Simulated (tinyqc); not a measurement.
# Graded p-n junction, non-linear Poisson equation by Newton steps: what changes with what

One dimension, p side on the left, n side on the right; net doping C = (Nd - Na)/2 + ((Nd + Na)/2) tanh(x/Lg). The potential psi is counted from the intrinsic level, and the quasi-Fermi potentials are flat: 0 for holes and -V for electrons, so n = ni exp((psi + V)/Vt) and p = ni exp(-psi/Vt) (Boltzmann statistics, full ionisation, no current).

Inputs (values chosen for the exercise); band and dielectric values close to those of gallium arsenide:
- T = 325 K (temperature)
- Eg = 1.41 eV (band gap)
- eps_r = 12.7 (relative permittivity)
- Nc = 5.03e17 cm^-3 (conduction-band density of states at T)
- Nv = 1.02e19 cm^-3 (valence-band density of states at T)
- Na = 1.2e15 cm^-3 (acceptor density of the p side)
- Nd = 2.7e16 cm^-3 (donor density of the n side)
- V = 0.48 V (bias of the p side against the n side)
- Lg = 550 nm (grading length)

Constants: q = 1.602176634e-19 C, kB = 1.380649e-23 J/K, Vt = kB T/q, eps0 = 8.8541878128e-14 F/cm where lengths are in cm. Results are converted to the units shown.

Each table varies one quantity; the others keep the values above.

## Capacitance and field against bias

The Poisson equation d/dx(eps0 eps_r dpsi/dx) = -q (p - n + C) is solved on a mesh of more than 1000 nodes that ends in neutral material (psi_p = -Vt ln(Na/ni), psi_n = Vt ln(Nd/ni) - V). C_j = q d/dV of the integral of p over x, from the linearised equation. ni = sqrt(Nc Nv) exp(-Eg/(2 Vt)), Eg in volts. Depletion approximation: Vbi = Vt ln(Na Nd/ni^2), W = sqrt(2 eps0 eps_r (Vbi - V)(1/Na + 1/Nd)/q), xp = W Nd/(Na + Nd), xn = W Na/(Na + Nd), peak field 2 (Vbi - V)/W, capacitance eps0 eps_r/W. The last column applies it to an abrupt Na-Nd junction.

Results:
```
V (V),peak |E| (kV/cm),C_j (nF/cm^2),1/C_j^2 (cm^4/uF^2),eps0 eps_r/C_j (nm),abrupt depletion C (nF/cm^2)
0.16,9.816,8.909,1.260e4,1262,10.64
-1.89,21.77,5.241,3.641e4,2146,5.908
-2.92,26.24,4.584,4.759e4,2453,5.090
-3.95,30.23,4.132,5.858e4,2722,4.538
-4.97,33.81,3.798,6.933e4,2961,4.138
-6,37.17,3.533,8.009e4,3182,3.825
```

Estimate the missing row, V = -0.87 V.

Computed row:
```
V (V),peak |E| (kV/cm),C_j (nF/cm^2),1/C_j^2 (cm^4/uF^2),eps0 eps_r/C_j (nm),abrupt depletion C (nF/cm^2)
-0.87,16.57,6.326,2.499e4,1778,7.295
```

With this row back in the table: With V going from 0.16 to -6 V, C_j falls from 8.91 to 3.53 nF/cm^2 and the peak field rises from 9.82 to 37.2 kV/cm. The slope of 1/C_j^2, read as N = 2/(q eps0 eps_r |slope|), gives 9.23e14 cm^-3 between the first two rows and 1.06e15 cm^-3 between the last two, against Na Nd/(Na + Nd) = 1.15e15 cm^-3; it is not a straight line, so no single doping describes it. At the end C_j goes as (Vbi - V)^(-0.46) with Vbi = 1.07 V, and it is 7.6 % below the abrupt depletion formula (at the first row 16 % below it).

## Effect of the grading length

Same model as above.

The abrupt values quoted are those of these depletion formulas.

Results:
```
Lg (nm),peak |E| (kV/cm),C_j (nF/cm^2),eps0 eps_r/C_j (nm)
69,11.4,13.8,813
97,10.9,13.7,822
140,10.2,13.4,838
190,9.53,13.1,860
270,8.72,12.6,896
550,7.02,11.0,1.02e3
```

Estimate the missing row, Lg = 390 nm.

Computed row:
```
Lg (nm),peak |E| (kV/cm),C_j (nF/cm^2),eps0 eps_r/C_j (nm)
390,7.84,11.8,951
```

With this row back in the table: As Lg grows from 69 to 550 nm, the peak field falls from 11.4 to 7.02 kV/cm and C_j falls from 13.8 to 11.0 nF/cm^2. The abrupt depletion formulas give 14.0 kV/cm and W = 852 nm; the first row's field is 18 % below that and the last row's 50 % below it. The same voltage drops over a longer distance, so the field falls.

tinyqc, about 0.06 s, one thread, Intel Xeon 2.30GHz (shared host): `OMP_NUM_THREADS=1 python tinyqc.py 2000039 2000040 out.jsonl`
